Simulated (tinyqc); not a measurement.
Raising U: Hubbard chain of 3 sites, mean field against exact. Computed by the program tinyqc. Collinear unrestricted mean field (the lowest of 40 random starts) against exact diagonalisation.

one-body matrix (hopping and site energies) (eV):
```
         1        2        3
1   0.0000  -1.4600   0.0000
2  -1.4600   0.0000  -1.4600
3   0.0000  -1.4600   0.0000
```

electrons, up and down: 2  1

Exact and mean-field results (eV):
```
U            U/t    E exact  E mean field  mean |n_up - n_down|  double occupancy, exact  first gap in the sector
0.7300    0.5000  -3.694889     -3.677899                0.3672                   0.1884                   1.9631
1.4600    1.0000  -3.304773     -3.238849                0.4127                   0.1678                   1.8448
2.9200    2.0000  -2.657330     -2.433333                0.5556                   0.1286                   1.5885
5.8400    4.0000  -1.804659     -1.408480                0.8375                   0.0715                   1.1484
8.7600    6.0000  -1.323831     -0.959046                0.9262                   0.0416                   0.8616
11.6800   8.0000  -1.033259     -0.724116                0.9584                   0.0263                   0.6790
17.5200  12.0000  -0.710659     -0.484953                0.9815                   0.0128                   0.4706
29.2000  20.0000  -0.433695     -0.291633                0.9933                   0.0049                   0.2884
```

Estimate the missing row, U = 4.38.

Computed row:
```
U          U/t    E exact  E mean field  mean |n_up - n_down|  double occupancy, exact  first gap in the sector
4.3800  3.0000  -2.168610     -1.814505                0.7289                   0.0960                   1.3487
```

In absolute terms mean field is worst at U/t = 4.0, 0.396 eV too high: at small U it is nearly exact, and at large U it misses only exchange-scale energies. Relative to the exact energy its error is 0.5 % at the smallest U, 33 % at most and 33 % at the largest. The double occupancy falls from 0.188 to 0.005; at the largest U the first gap is 0.99 times the exchange scale 4t^2/U.
